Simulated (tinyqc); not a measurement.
## Series resistance and mobility from two gate lengths

Question. At small Vds the total resistance times width is 2 Rs + L/(mu Q), with the same mu and Q at both lengths. Find mu and Rs.

total resistance at L = 20 and 120 nm (ohm um): [454.79876, 1228.7926]
Q = 0.76 uC/cm^2

Answer. The slope against L is 1/(mu Q), and the intercept at L = 0 is 2 Rs.

mu = 170 cm^2/(V s)
Rs = 150 ohm um

Computed by the program tinyqc: `OMP_NUM_THREADS=1 python tinyqc.py 2380153 2380154 out.jsonl`, one thread of a shared Intel Xeon 2.30GHz, about 0.02 s for the whole run.
